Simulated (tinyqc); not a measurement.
# MOSFET in the linear regime without short-channel effects, parameter extraction from computed curves, step by step

Numbers from tinyqc (`OMP_NUM_THREADS=1 python tinyqc.py 2210052 2210053 out.jsonl`; about 0.01 s on one thread of a shared Intel Xeon 2.30GHz). Printed values are rounded.

Inversion charge Q = Cox n Vt W0(exp((Vg - VT)/(n Vt))), W0 the Lambert function and n = nf; u = Q/Cox; mobility mu = mu0/(1 + th1 u + th2 u^2); channel resistance Rch = (L - dL)/(W mu Q); Id = Vd/(Rch + Rsd/W). Cox = eps0 eox/tox. Small Vd, no channel-length or drain effects.

Inputs (values chosen for the exercise); channel values of the order met in silicon transistors: temperature T = 300 K; relative permittivity of the gate insulator (close to silicon nitride) eox = 7.37; insulator thickness tox = 5.1 nm; low-field mobility mu0 = 130 cm^2/(V s); first mobility attenuation factor th1 = 0.72 1/V; second mobility attenuation factor th2 = 0 1/V^2; threshold voltage VT = 0.23 V; body factor nf = 1.1; gate width W = 0.5 um; drawn gate length L = 0.093 um; drawn less effective length dL = 0.019 um; source plus drain resistance Rsd = 200 ohm um; drain voltage Vd = 0.02 V.

Constants: q = 1.602176634e-19 C, kB = 1.380649e-23 J/K, Vt = kB T/q, eps0 = 8.8541878128e-14 F/cm where lengths are in cm. Results are converted to the units shown.

## Transfer curve

| point | Vg (V) |
|---|---|
| 0 | 0.03 |
| 1 | 0.13 |
| 2 | 0.23 |
| 3 | 0.33 |
| 4 | 0.43 |
| 5 | 0.53 |
| 6 | 0.63 |
| 7 | 0.73 |
| 8 | 0.83 |
| 9 | 0.93 |
| 10 | 1.03 |
| 11 | 1.13 |

u, mu, Rch and Id as defined.

| point | u (V) | mu (cm^2/(V s)) | Rch (ohm) | Id (uA) |
|---|---|---|---|---|
| 0 | 2.50665e-5 | 129.998 | 3.54966e7 | 5.63427e-4 |
| 1 | 8.20632e-4 | 129.923 | 1.08488e6 | 0.0184285 |
| 2 | 0.0161280 | 128.508 | 55809.3 | 0.355813 |
| 3 | 0.0731371 | 123.497 | 12806.2 | 1.51443 |
| 4 | 0.152281 | 117.155 | 6483.48 | 2.90551 |
| 5 | 0.239415 | 110.886 | 4357.02 | 4.20431 |
| 6 | 0.330266 | 105.026 | 3334.69 | 5.35519 |
| 7 | 0.423214 | 99.6387 | 2743.01 | 6.36333 |
| 8 | 0.517495 | 94.7110 | 2359.98 | 7.24642 |
| 9 | 0.612693 | 90.2064 | 2092.84 | 8.02299 |
| 10 | 0.708559 | 86.0834 | 1896.36 | 8.70945 |
| 11 | 0.804933 | 82.3018 | 1746.01 | 9.31962 |

## Threshold and mobility at the peak transconductance

gm_i = (Id_(i+1) - Id_(i-1))/(Vg_(i+1) - Vg_(i-1)); at the point j of largest gm the tangent meets the axis at V_ext = Vg_j - Id_j/gm_j; field-effect mobility gm_j L/(W Cox Vd) with the drawn L.

| point | gm (uS) |
|---|---|
| 1 | 1.77625 |
| 2 | 7.48003 |
| 3 | 12.7485 |
| 4 | 13.4494 |
| 5 | 12.2484 |
| 6 | 10.7951 |
| 7 | 9.45613 |
| 8 | 8.29831 |
| 9 | 7.31515 |
| 10 | 6.48317 |

j = 4
V_ext = 0.213968 V
field-effect mobility = 97.7551 cm^2/(V s)

V_ext is 16 mV below the model VT, and the mobility so found is 40 % below mu0 L/(L - dL) = 163 cm^2/(V s), the value for the drawn L; attenuation, series resistance and the slow approach of Q to a straight line all lower the peak gm.

## The Y function

Y_i = Id_i/sqrt(gm_i). For Id = beta Vd x/(1 + th x), x = Vg - VT, Y = sqrt(beta Vd) x whatever th. Slope s from points 7 and 10; VT_Y = Vg - Y/s at point 10; beta = s^2/Vd; mobility beta L/(W Cox) with the drawn L; th* = (beta Vd x/Id - 1)/x at point 10.

| point | Y (uA^0.5 V^0.5) |
|---|---|
| 1 | 0.0138273 |
| 2 | 0.130098 |
| 3 | 0.424152 |
| 4 | 0.792265 |
| 5 | 1.20131 |
| 6 | 1.62991 |
| 7 | 2.06932 |
| 8 | 2.51552 |
| 9 | 2.96637 |
| 10 | 3.42056 |

s = 4.50413 uA^0.5 V^-0.5
VT_Y = 0.270573 V
beta = 1014.36 uA/V^2
mobility from Y = 147.455 cm^2/(V s)
th* = 1.01255 1/V

The mobility from Y is 9.7 % below mu0 L/(L - dL) = 163 cm^2/(V s), which it should reach in deep inversion when th2 = 0. th* compares with th1 + mu0 Cox Rsd/(L - dL) = 1.17 1/V, since series resistance enters like th1. The match is poor here: at these overdrives Q is not yet a straight line in Vg.
